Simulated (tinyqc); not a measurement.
# Frequency dispersion of an accumulation capacitance by border traps, distributed model: two studies

Traps spread evenly through the insulator exchange electrons with the semiconductor by tunnelling, with tau(x) = t0 exp(2 ka x) at depth x from the interface. The admittance per area Y seen at depth x obeys dY/dx = -Y^2/(i w eps0 eox) + q Nb ln(1 + i w tau)/tau, with Y(0) = i w Cs and w = 2 pi f; the gate sees Y(tox) = G + i w C. Working variable y = Y/(i w), in uF/cm^2. Cox = eps0 eox/tox.

Parameters, values chosen for the exercise; permittivity close to that of aluminium oxide: relative permittivity of the insulator eox = 8.88; insulator thickness tox = 3.7 nm; semiconductor capacitance in accumulation Cs = 0.74 uF/cm^2; density of border traps Nb = 5.4e18 cm^-3 eV^-1; decay constant of the wave function in the insulator ka = 4.1 1/nm; time constant of a trap at the interface t0 = 4e-11 s; frequency f = 1000 Hz.

Constants: q = 1.602176634e-19 C, eps0 = 8.8541878128e-14 F/cm where lengths are in cm. Results are converted to the units shown.

Each table varies one quantity; the others keep the values above.

## Capacitance and loss against frequency

Cox; trap-free value 1/(1/Cox + 1/Cs); response depth d = ln(1/(w t0))/(2 ka), where w tau = 1; lumped estimate: all traps within d act as C_bt = q Nb d placed at d/2, so C = 1/{1/[1/(1/Cs + d/(2 eps0 eox)) + C_bt] + (tox - d/2)/(eps0 eox)}. C and G from a fine integration; dispersion -d C/d log10 f over C, from f times and over 1.1. For a broad spread of time constants G/w is close to -(pi/2) dC/d ln w.

The same in every row: trap-free C (uF/cm^2) = 0.5489.

Results:
```
f (Hz),d (nm),C (uF/cm^2),G/w (uF/cm^2),dispersion (% a decade),-(pi/2) dC/d ln w (uF/cm^2),lumped C (uF/cm^2)
10,2.415,0.6946,0.01335,2.816,0.01335,0.6840
100,2.134,0.6755,0.01273,2.760,0.01272,0.6660
1000,1.853,0.6573,0.01215,2.708,0.01214,0.6486
10000,1.572,0.6399,0.01162,2.659,0.01161,0.6319
1e6,1.011,0.6073,0.01066,2.572,0.01066,0.6002
1e7,0.7300,0.5920,0.01023,2.534,0.01023,0.5853
```

Estimate the missing row, f = 1e5 Hz.

Computed row:
```
f (Hz),d (nm),C (uF/cm^2),G/w (uF/cm^2),dispersion (% a decade),-(pi/2) dC/d ln w (uF/cm^2),lumped C (uF/cm^2)
1e5,1.292,0.6232,0.01112,2.614,0.01111,0.6158
```

With this row back in the table: C falls from 0.6946 to 0.5920 uF/cm^2, towards the trap-free 0.5489; each decade of frequency removes ln 10/(2 ka) = 0.281 nm from the response depth. The dispersion falls from 2.82 to 2.53 % a decade and G/w falls from 0.0134 to 0.0102 uF/cm^2. G/w stays at 1.00 times -(pi/2) dC/d ln w, the relation for a broad spread of time constants.

## Effect of the insulator thickness

Same model as above.

The same in every row: d (nm) = 1.853.

Result of one run:
```
tox (nm),C (uF/cm^2),G/w (uF/cm^2),dispersion (% a decade),-(pi/2) dC/d ln w (uF/cm^2),lumped C (uF/cm^2),trap-free C (uF/cm^2)
4.4,0.6210,0.01084,2.558,0.01084,0.6132,0.5233
```

What becomes of these results when the insulator thickness tox is changed from 4.4 to 20 nm, all else the same?

Result of the changed run:
```
tox (nm),C (uF/cm^2),G/w (uF/cm^2),dispersion (% a decade),-(pi/2) dC/d ln w (uF/cm^2),lumped C (uF/cm^2),trap-free C (uF/cm^2)
20,0.2782,0.002176,1.146,0.002176,0.2766,0.2567
```

The whole series:
```
tox (nm),C (uF/cm^2),G/w (uF/cm^2),dispersion (% a decade),-(pi/2) dC/d ln w (uF/cm^2),lumped C (uF/cm^2),trap-free C (uF/cm^2)
2.4,0.7372,0.01462,2.979,0.01498,0.7265,0.6036
3.3,0.6800,0.01300,2.802,0.01300,0.6707,0.5646
4.4,0.6210,0.01084,2.558,0.01084,0.6132,0.5233
6,0.5513,0.008547,2.272,0.008544,0.5452,0.4729
8.1,0.4806,0.006494,1.980,0.006492,0.4759,0.4199
11,0.4082,0.004685,1.682,0.004684,0.4048,0.3636
15,0.3380,0.003212,1.393,0.003212,0.3357,0.3068
20,0.2782,0.002176,1.146,0.002176,0.2766,0.2567
```

As tox goes from 2.4 to 20, C falls from 0.737 to 0.278 uF/cm^2, the dispersion falls from 2.98 to 1.15 % a decade and G/w falls from 0.0146 to 0.00218 uF/cm^2. The lumped estimate is 1.5 % below C in the first row and 0.57 % below it in the last.

tinyqc, about 0.4 s, one thread, Intel Xeon 2.30GHz (shared host): `OMP_NUM_THREADS=1 python tinyqc.py 2202190 2202191 out.jsonl`
